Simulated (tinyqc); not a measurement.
Inside a calculation: Kronig-Penney superlattice by transfer matrices. Values are carried at full precision from step to step, so a last printed digit may differ when a step is redone from the rounded ones.

Wells (width a, potential 0, mass mw) alternate with barriers (width b, height V0, mass mb); period d = a + b; c = hbar^2/2m0. The vector (psi, psi'/m) is continuous, and a layer of thickness t carries it by M = [[cos kt, (m/k) sin kt], [-(k/m) sin kt, cos kt]] with k = sqrt(m (E - V)/c); for E < V, k = i kappa gives [[cosh, (m/kappa) sinh], [(kappa/m) sinh, cosh]] of kappa t. A Bloch state obeys cos(q d) = tr(Mb Mw)/2.

Constants: hbar^2/2m0 = 3.80998211 eV angstrom^2; hbar = 6.58211957e-16 eV s.

Inputs chosen for the exercise (near those of a GaAs superlattice with barriers of AlGaAs; not measured data):
- a = 48 angstrom (well width)
- b = 31 angstrom (barrier width)
- V0 = 0.178 eV (barrier height)
- mw = 0.0664 m0 (mass in the wells)
- mb = 0.0853 m0 (mass in the barriers)
- E = 0.1899 eV (trial energy)
- F = 5 kV/cm (field along the axis)

## Layer matrices at one energy

Form the matrix of the well and of the barrier at E.

k in the well = 0.05753 1/angstrom
k in the barrier = 0.01632 1/angstrom

Mw (angstrom units):
```
,1,2
1,-0.92859,0.42835
2,-0.32153,-0.92859
```

Mb (angstrom units):
```
,1,2
1,0.87469,2.5329
2,-0.092745,0.87469
```

## The matrix of one period

Multiply M = Mb Mw and take half the trace. If its size is at most 1, E lies in a miniband and q d = arccos(tr M/2); otherwise the state decays by exp(-arccosh|tr M/2|) a period.

M:
```
,1,2
1,-1.6266,-1.9773
2,-0.19512,-0.85195
```

tr M/2 = -1.2393
q d in a band, or the decay exponent in a gap = 0.679

E lies in a gap; det M = 1.0000, as for any such product.

## Miniband edges

The edges are the energies where tr M/2 = +1 (q = 0) or -1 (q = pi/d); the first three minibands.

Minibands:
```
band,bottom (eV),top (eV),width (meV)
1,0.0538,0.0924,38.6
2,0.2061,0.3744,168.4
3,0.4408,0.7944,353.7
```

1 miniband of these lies wholly below V0. The first gap is 113.7 meV wide; the single well of width a has E1 = 0.0694 eV, inside the first miniband.

## Dispersion along the axis

Solve tr M/2 = cos(q d) inside each miniband at q d/pi = 0, 1/6, ..., 1. The cosine form is E_bottom + (W/2)(1 - cos q d) with the true width W.

Energies (eV):
```
q d/pi,band 1,cosine form,band 2
0.000,0.0538,0.0538,0.3744
0.167,0.0556,0.0564,0.3475
0.333,0.0608,0.0634,0.3065
0.500,0.0690,0.0731,0.2686
0.667,0.0790,0.0827,0.2369
0.833,0.0883,0.0898,0.2145
1.000,0.0924,0.0924,0.2061
```

The cosine form, which holds for hopping between neighbouring wells alone, misses band 1 by at most 4.1 meV, 11 % of its width.

## Mass along the axis

With f(E) = tr M/2, 1 - (q d)^2/2 = 1 + f'(E_bottom)(E - E_bottom) gives m_z = -2 c f'/d^2 (f' by a central difference of 1e-6 eV at the bottom of band 1). The cosine form gives 4 c/(W d^2), W the width of band 1 between tr M/2 = +1 and -1.

f' = -76.12 1/eV
m_z = 0.09293 m0
m_z of the cosine form = 0.06321 m0
W = 38.63 meV

The mass along the axis is 1.40 times mw.

## In a field along the axis

One-band picture: ladder spacing e F d, Bloch frequency e F d/(2 pi hbar), and extent W/(e F) of a Stark state, with W the width of band 1; 1 kV/cm = 1e-5 V/angstrom.

e F d = 3.950 meV
Bloch frequency = 0.955 THz
W/(e F d) = 9.78 periods

The state spreads over about 10 periods.

## Checks

- Bottom of band 1 from 121 plane waves (the mass step taken by inverting the matrix of m) against the transfer matrix, eV: both 0.0538.

Program tinyqc; command `OMP_NUM_THREADS=1 python tinyqc.py 1250217 1250218 out.jsonl`; about 0.2 s on one thread of a shared Intel(R) Xeon(R) Processor @ 2.30GHz.
